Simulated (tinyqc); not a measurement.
# Floating body of a partially depleted SOI transistor: body voltage and kink: what changes with what

Source at 0 V. Channel current Ic = 2 nf K Vt^2 [F(0) - F(Vd)](1 + la Vd), F(V) = ln^2(1 + exp((Vg - VT - nf V)/(2 nf Vt))), VT = VT0 - gb Vb. Saturation voltage Vs = 2 Vt sqrt(F(0)) + 3 Vt, excess Ve = (Vd - Vs + sqrt((Vd - Vs)^2 + 0.0004 V^2))/2, multiplication M1 = Ai Ve exp(-Bl/Ve). Each junction passes D(v) = J1 (exp(v/Vt) - 1) + J2 (exp(v/(2 Vt)) - 1). Bipolar current Ib = bb J1 (exp(Vb/Vt) - 1). The body settles where M1 (Ic + Ib) = D(Vb) + D(Vb - Vd) + Vb/Rb; drain current Id = (1 + M1)(Ic + Ib) - D(Vb - Vd).

Parameters, values chosen for the exercise; values of the order met in partially depleted silicon-on-insulator transistors:
- T = 300 K (temperature)
- VT0 = 0.51 V (threshold at zero body voltage)
- gb = 0.22 (fall of the threshold per volt of body voltage)
- nf = 1.24 (slope factor)
- K = 140 uA/(V^2 um) (gain factor per width)
- la = 0.08 1/V (channel-length modulation factor)
- Ai = 3.1 1/V (impact-ionisation prefactor)
- Bl = 6.3 V (impact-ionisation voltage)
- J1 = 5.4e-12 uA/um (diffusion saturation current of each junction)
- J2 = 3.3e-9 uA/um (recombination saturation current of each junction)
- bb = 1 (gain of the lateral bipolar transistor on the diffusion current)
- Rb = 1e9 kohm um (resistance of a weak body tie to the source (1e9 stands for no tie, and the term is then dropped))
- Vg = 0.56 V (gate voltage)
- Vd = 1.3 V (drain voltage)

Constants: q = 1.602176634e-19 C, kB = 1.380649e-23 J/K, Vt = kB T/q. Results are converted to the units shown.

Each table varies one quantity; the others keep the values above.

## Output curve and kink

Rows with more than one solution for Vb (latch) are left out; dId/dVd by a forward difference over 1e-4 V, swing = 1e-4 V over the change of log10 Id; M1 under 1e-12 is printed as 0.

Output curve and kink:

| Vd (V) | Vb (V) | M1 | Id, floating (uA/um) | Id, grounded (uA/um) | ratio | dId/dVd, floating (uS/um) | dId/dVd, grounded (uS/um) |
|---|---|---|---|---|---|---|---|
| 0.68 | 0.3380 | 4.608e-6 | 1.053 | 0.3277 | 3.212 | 2.802 | 0.02498 |
| 0.84 | 0.4395 | 1.041e-4 | 1.408 | 0.3317 | 4.245 | 1.821 | 0.02618 |
| 1 | 0.4997 | 8.377e-4 | 1.663 | 0.3362 | 4.946 | 1.409 | 0.03073 |
| 1.16 | 0.5413 | 0.003657 | 1.871 | 0.3419 | 5.473 | 1.223 | 0.04095 |
| 1.32 | 0.5722 | 0.01093 | 2.064 | 0.3497 | 5.902 | 1.218 | 0.05805 |
| 1.48 | 0.5963 | 0.02550 | 2.270 | 0.3608 | 6.292 | 1.393 | 0.08204 |
| 1.64 | 0.6159 | 0.05016 | 2.520 | 0.3763 | 6.698 | 1.764 | 0.1121 |
| 1.8 | 0.6325 | 0.08727 | 2.847 | 0.3970 | 7.173 | 2.373 | 0.1471 |

What does the comparison show?

Vb rises from 0.338 to 0.632 V and the ratio of the currents rises from 3.21 to 7.17. The output conductance with a floating body exceeds the grounded value by the largest factor among the rows, 112, at Vd = 0.68 V, where Vb = 0.338 V and M1 = 4.61e-6.

## Transfer curve and swing

Same model as above.

Transfer curve and swing:

| Vg (V) | Vb (V) | M1 | Id, floating (uA/um) | Id, grounded (uA/um) | ratio | swing, floating (mV/decade) | swing, grounded (mV/decade) |
|---|---|---|---|---|---|---|---|
| 0.06 | 0.07476 | 0.02190 | 3.532e-7 | 2.127e-7 | 1.660 | 60.59 | 75.01 |
| 0.16 | 0.2578 | 0.02185 | 2.766e-5 | 4.728e-6 | 5.851 | 52.31 | 74.02 |
| 0.26 | 0.3971 | 0.02148 | 0.001543 | 1.053e-4 | 14.66 | 61.96 | 74.56 |
| 0.36 | 0.4876 | 0.01963 | 0.04572 | 0.002215 | 20.65 | 77.66 | 77.28 |
| 0.46 | 0.5434 | 0.01501 | 0.4997 | 0.03721 | 13.43 | 126.1 | 88.71 |
| 0.56 | 0.5687 | 0.009683 | 2.040 | 0.3486 | 5.851 | 214.6 | 124.9 |
| 0.66 | 0.5773 | 0.005629 | 4.866 | 1.531 | 3.178 | 324.9 | 197.6 |
| 0.76 | 0.5767 | 0.002989 | 8.913 | 3.961 | 2.250 | 442.8 | 296.6 |
| 0.86 | 0.5695 | 0.001429 | 14.12 | 7.674 | 1.840 | 563.2 | 406.7 |

Vb goes from 0.0748 through a maximum of 0.577 (at Vg = 0.66 V among the rows listed) to 0.570 V. The smallest swing among the rows is 52.3 mV a decade with a floating body (at Vg = 0.16 V) and 74.0 with a grounded one; Vt ln 10 = 59.5. The floating swing is smaller by more than 3 % for Vg = 0.06, 0.16, 0.26 V, where the rising Vb lowers the threshold as Vg rises. In the first row the floating body raises the current by a factor of 1.66.

Range of the model: The multiplication law is an empirical form chosen for the exercise; self-heating and capacitive coupling to the body are left out, and the linear laws are rough once Vb passes about 0.7 V or M1 about 0.1.

Numbers from tinyqc (`OMP_NUM_THREADS=1 python tinyqc.py 2182254 2182255 out.jsonl`; about 0.2 s on one thread of a shared Intel Xeon 2.30GHz).
